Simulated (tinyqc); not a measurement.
Inside a calculation: Fermi-Dirac statistics of conduction electrons. Values are carried at full precision from step to step, so a last printed digit may differ when a step is redone from the rounded ones.

Constants: hbar^2/2m0 = 3.80998211 eV angstrom^2; kB = 8.617333262e-05 eV/K; e^2/(4 pi eps0) = 14.39964547 eV angstrom.

Inputs chosen for the exercise (near those of InAs, lowest valleys alone; not measured data): m = 0.0262 m0 (density-of-states mass of the conduction band); T = 175 K; n = 3.6e+15 1/cm^3 (electron density); eps = 15.6 (static dielectric constant); alpha = 2.48 1/eV (non-parabolicity).

## Reduced density

N = 2 (m kB T/(4 pi c))^(3/2) with c = hbar^2/2m0, in 1/angstrom^3; times 1e24 for 1/cm^3; u = n/Nc.

kT = 0.015080 eV
Nc = 4.7413e+16 1/cm^3
u = n/Nc = 0.075928

## Reduced Fermi level by five rules

F_j(eta) = (1/Gamma(j + 1)) integral_0^infinity x^j dx/(1 + exp(x - eta)), which tends to exp(eta) for eta << 0.

With u = n/Nc: Boltzmann eta = ln u; Joyce-Dixon eta = ln u + u/sqrt(8) - 4.95009e-3 u^2 + 1.48386e-4 u^3 - 4.42563e-6 u^4; Nilsson eta = ln u/(1 - u^2) + v/(1 + (0.24 + 1.08 v)^-2) with v = (3 sqrt(pi) u/4)^(2/3); fully degenerate limit eta = v; exact: F_1/2(eta) = u.

Find eta = (EF - Ec)/kT by each rule.

eta: Boltzmann -2.578, Joyce-Dixon -2.551, Nilsson -2.553, degenerate 0.217, exact -2.551

Against the exact value the errors are Boltzmann -0.027, Joyce-Dixon 0.000, Nilsson -0.002, degenerate limit +2.768 (in kT).

## Exact eta by Newton steps

Solve ln F_1/2(eta) = ln u from the Boltzmann value; dF_1/2/d eta = F_-1/2, so the step is -ln(F_1/2/u) F_1/2/F_-1/2. Stop below 1e-9.

Newton steps:
```
step        eta      F_1/2     F_-1/2  step taken
1     -2.577967  0.0739703  0.0720889      0.0268
2     -2.551159  0.0759276  0.0739467    8.97e-06
3     -2.551150  0.0759282  0.0739474    1.02e-12
```

Converged in 3 steps.

## Mean energy, Einstein relation and screening

eta = -2.55115

Mean kinetic energy <E> = (3/2) kT F_3/2/F_1/2; D/mu = (kT/e) F_1/2/F_-1/2; dn/dEF = (Nc/kT) F_-1/2; screening length L = (4 pi (e^2/(4 pi eps0)) (dn/dEF)/eps)^(-1/2), with dn/dEF in 1/(angstrom^3 eV) (1/cm^3 = 1e-24/angstrom^3).

F_-1/2, F_1/2, F_3/2: [0.07395, 0.07593, 0.07695]

<E> = 22.92 meV
D/mu = 15.48 mV
dn/dEF = 2.325e+17 1/(cm^3 eV)
L = 608.9 angstrom

The gas is nearly non-degenerate. D/mu is 1.027 times kT/e and <E> is 1.013 times (3/2) kT; the Debye formula, with n/kT in place of dn/dEF, would give L = 600.9 angstrom.

## Fermi level in the non-parabolic band

Non-parabolic band E (1 + alpha E) = c k^2/m: n = Nc (2/sqrt(pi)) integral_0^infinity sqrt(x (1 + a x)) (1 + 2 a x) dx/(1 + exp(x - eta)) with a = alpha kT and eta = (EF - Ec)/kT; a = 0 gives n = Nc F_1/2(eta).

Solve for eta at the same n.

a = 0.03740
eta = -2.691
EF - Ec = -40.58 meV

The extra states lower EF by 2.11 meV against the parabolic band.

## Checks

- Non-parabolic integral at a = 0 against F_1/2(2): both 2.823721.
- F_1/2(40) against the Sommerfeld form (4/(3 sqrt(pi))) eta^(3/2) (1 + pi^2/(8 eta^2)): both 190.45.

tinyqc: `OMP_NUM_THREADS=1 python tinyqc.py 1680932 1680933 out.jsonl`; about 0.01 s, one thread, shared Intel(R) Xeon(R) Processor @ 2.30GHz.
